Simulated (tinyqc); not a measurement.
Disorder broadening of a flat band (such as a Landau level) in the self-consistent Born approximation: one step of the calculation.

The local Green function is G = g0(z - Sigma) with z = E + i eta and g0(z) = 1/z; the self-energy is Sigma = D G. The density of states is -Im G/pi.

Question. Born step. G = g0(z - Sigma), Sigma(out) = D G, Sigma(new) = Sigma + mix (Sigma(out) - Sigma).

Values chosen for this exercise: variance of the random potential D = 6.4 eV^2; bare broadening eta = 0.0081 eV; energy from the band centre E = 3.398 eV; mixing mix = 1.

Sigma after iteration 2 = 4.2253861-0.0351235i eV

Find: G; Sigma(out); Sigma after iteration 3.

Answer.

G = -1.205-0.063i 1/eV
Sigma(out) = -7.714-0.403i eV
Sigma after iteration 3 = -7.714-0.403i eV

Range of the model: The self-consistent Born approximation misses band tails from rare fluctuations and localisation.

Numbers from tinyqc (`OMP_NUM_THREADS=1 python tinyqc.py 2720009 2720010 out.jsonl`; about 0.01 s on one thread of a shared Intel Xeon 2.30GHz).
